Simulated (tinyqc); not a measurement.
Transmission around the level: tunnelling through a thin dielectric with one trap, as a tight-binding chain.

Hopping -t everywhere, t = c/(m a^2), c = hbar^2/2m0; lead sites at 2t (band bottom 0), barrier sites 1 to N at 2t + phi, and site j has U besides. No voltage. Leads give S = -t exp(ika) on sites 1 and N, cos(ka) = 1 - E/(2t). T = (2 t sin(ka))^2 |G_1N|^2, G = (E - H - S)^-1. In the barrier cosh(q a) = 1 + (phi - E)/(2t).

Resonance: the lowest eigenvalue of H + S(E), iterated until its real part equals E (40 rounds from Eb = phi + 2t - sqrt(4t^2 + U^2), the level in an endless barrier). With v the normalised squared amplitudes of that state, Gamma_L = 2 t sin(ka) v_1, Gamma_R = 2 t sin(ka) v_N; Breit-Wigner T = Gamma_L Gamma_R/((E - Er)^2 + (Gamma_L + Gamma_R)^2/4).

Constants: hbar^2/2m0 = 3.80998211 eV angstrom^2.

Inputs chosen for the exercise (barrier and mass of the size used for SiO2 on silicon; not measured data):
```
symbol  value  unit      meaning
a       3      angstrom  site spacing
m       0.46   m0        mass, the same in leads and barrier
phi     3.09   eV        conduction edge of the barrier above that of the leads
N       9                barrier sites
j       6                site of the trap
U       -3.43  eV        extra energy on the trap site
```

Er = 1.03795 eV

widths (meV): left 0.0015278, right 0.38277

Energies Er + x (Gamma_L + Gamma_R).

T:
```
x     E (eV)     chain  Breit-Wigner   no trap
-8.0  1.0349  6.08e-05      6.16e-05  6.30e-11
-3.0  1.0368  0.000426      0.000428  6.36e-11
-1.0  1.0376   0.00316       0.00317  6.39e-11
-0.5  1.0378   0.00791       0.00792  6.40e-11
0.0   1.0379    0.0158        0.0158  6.40e-11
0.5   1.0381   0.00793       0.00792  6.41e-11
1.0   1.0383   0.00317       0.00317  6.41e-11
3.0   1.0391  0.000430      0.000428  6.44e-11
8.0   1.0410  6.25e-05      6.16e-05  6.50e-11
```

What can be read from this table?

At Er the chain gives 0.0158, 2.47e+08 times the value without trap, and Breit-Wigner 0.0158. In the wings the single pole gives 1.01 times the chain value at x = -8 and 0.986 times at x = 8, because the widths and the level shift change with energy.

tinyqc: `OMP_NUM_THREADS=1 python tinyqc.py 1450928 1450929 out.jsonl`; about 0.08 s, one thread, shared Intel(R) Xeon(R) Processor @ 2.30GHz.
